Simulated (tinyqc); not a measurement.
# Inputs raised by 2 %, one at a time

Model: trap-assisted generation and recombination current of an abrupt junction. Computed by tinyqc, a small Python program. Command: `OMP_NUM_THREADS=1 python tinyqc.py 3029592 3029593 out.jsonl junctionleak sens`. One thread of a shared host (Intel(R) Xeon(R) Processor @ 2.30GHz), about 0.03 s of CPU time with the checks.

Depletion approximation, flat quasi-Fermi levels across the depleted layer, long neutral regions with minority lifetimes tau_n and tau_p, full ionisation and Boltzmann statistics. Voltages in exponents stand for e V.

Inputs (values chosen for the exercise, with bands and screening modelled on GaSb):
```
quantity                              value    unit
gap E_g                               0.726      eV
electron mass m_e                    0.0398     m_0
valleys M_c                               1       -
hole mass m_h                         0.408     m_0
dielectric constant eps                15.2       -
acceptor density N_A                1.7e+17   cm^-3
donor density N_D                   3.6e+18   cm^-3
capture time tau_n                  1.7e-05       s
capture time tau_p                  3.7e-08       s
trap level E_t - E_i                      0      eV
electron diffusion coefficient D_n       14  cm^2/s
hole diffusion coefficient D_p            3  cm^2/s
forward bias V                         0.27       V
reverse bias V_r                        1.5       V
temperature T                           450       K
tunnelling mass m_t                   0.082     m_0
```

Field enhancement: Hurkx tunnelling factor.

Constants: k_B = 8.617333262e-05 eV/K; m_0 = 9.1093837015e-31 kg; k_B = 1.380649e-23 J/K; h = 6.62607015e-34 J s; e = 1.602176634e-19 C; eps_0 = 8.8541878128e-12 F/m; hbar = 1.054571817e-34 J s.

Method:
- N_c = 2 M_c (2 pi m_e k_B T/h^2)^(3/2) and N_v = 2 (2 pi m_h k_B T/h^2)^(3/2), masses in units of m_0.
- n_i = sqrt(N_c N_v) exp(-E_g/2 k_B T); V_bi = (k_B T/e) ln(N_A N_D/n_i^2); diffusion saturation current J_d0 = e n_i^2 [sqrt(D_n/tau_n)/N_A + sqrt(D_p/tau_p)/N_D].
- W = sqrt(2 eps eps_0 (V_bi - V)(1/N_A + 1/N_D)/e), x_p = W N_D/(N_A + N_D), x_n = W - x_p, peak field F_m = 2 (V_bi - V)/W; reverse bias means V = -V_r.
- Both capture times are divided by 1 + Gamma, Gamma = 2 sqrt(3 pi) (F/F_G) exp((F/F_G)^2), F_G = sqrt(24 m_t (k_B T)^3)/(e hbar) (the low-field Hurkx form), F being the local field, linear in x from 0 at the edges to F_m.
- Potential from the p edge: phi = (V_bi - V) x^2/(x_p W) on the p side and (V_bi - V)[1 - (W - x)^2/(x_n W)] on the n side; p = N_A exp(-phi/k_B T), n = n_i^2 exp(V/k_B T)/p; U = (n p - n_i^2)/[tau_p (n + n_i exp(dE/k_B T)) + tau_n (p + n_i exp(-dE/k_B T))], dE = E_t - E_i, n1 = n_i exp(dE/k_B T), p1 = n_i exp(-dE/k_B T); J_t = e int U dx by the trapezoid rule on 400 intervals on each side.
- Generation lifetime tau_g = tau_p exp(dE/k_B T) + tau_n exp(-dE/k_B T); textbook estimate e n_i W/tau_g; generation current J_g = -J_t; total = J_g + J_d0 (1 - exp(-V_r/k_B T)).
- Total J = J_t + J_d0 (exp(V/k_B T) - 1); ideality n = (e/k_B T) dV/d ln J, central difference of 1 mV.

Runs; columns: (1) input moved; (2) from; (3) to; (4) total reverse current (A/cm^2); (5) generation current (A/cm^2); (6) total forward current (A/cm^2); (7) peak field F_m (V/cm):
```
(1)                            (2)        (3)         (4)         (5)       (6)         (7)
base run                         -          -  1.1989e-04  7.9024e-05  0.044732  2.8824e+05
donor density N_D (cm^-3)  3.6e+18  3.672e+18  1.1964e-04  7.9028e-05  0.044463  2.8842e+05
capture time tau_n (s)     1.7e-05  1.734e-05  1.1811e-04  7.7515e-05  0.044424  2.8824e+05
reverse bias V_r (V)           1.5       1.53  1.2145e-04  8.0584e-05  0.044732  2.9024e+05
forward bias V (V)            0.27     0.2754  1.1989e-04  7.9024e-05  0.051318  2.8824e+05
temperature T (K)              450        459  1.5695e-04  9.4347e-05  0.059457  2.8798e+05
gap E_g (eV)                 0.726    0.74052  9.3686e-05  6.5582e-05  0.030986  2.8921e+05
tunnelling mass m_t (m_0)    0.082    0.08364  1.1887e-04  7.7999e-05  0.044721  2.8824e+05
```

Exponents ln(y'/y) / ln(x'/x):
```
input                total reverse current  generation current  total forward current  peak field F_m
donor density N_D                   -0.106               0.002                 -0.305           0.031
capture time tau_n                  -0.757              -0.974                 -0.349           0.000
reverse bias V_r                     0.653               0.987                  0.000           0.350
forward bias V                       0.000               0.000                  6.936           0.000
temperature T                       13.602               8.950                 14.370          -0.046
gap E_g                            -12.455              -9.416                -18.541           0.170
tunnelling mass m_t                 -0.434              -0.659                 -0.012           0.000
```

Among the inputs moved here: total reverse current answers most in size to temperature T (exponent +13.602), next to gap E_g (-12.455); its exponent is below 0.0005 for forward bias V. generation current answers most in size to gap E_g (exponent -9.416), next to temperature T (+8.950); its exponent is below 0.0005 for forward bias V. Its exponent -0.974 in capture time tau_n: the tau_n term rules tau_g. Total forward current answers most in size to gap E_g (exponent -18.541), next to temperature T (+14.370); its exponent is below 0.0005 for reverse bias V_r. Peak field F_m answers most in size to reverse bias V_r (exponent +0.350), next to gap E_g (+0.170); its exponent is below 0.0005 for capture time tau_n, forward bias V, tunnelling mass m_t.

Caution (all rows): one side is doped near or above its effective density of states, so Boltzmann statistics understate V_bi. Caution (all rows): at such a field avalanche multiplication or band-to-band tunnelling, left out here, may dominate the reverse current.

Extremes, crossings and ranges named in words are read from the listed rows.
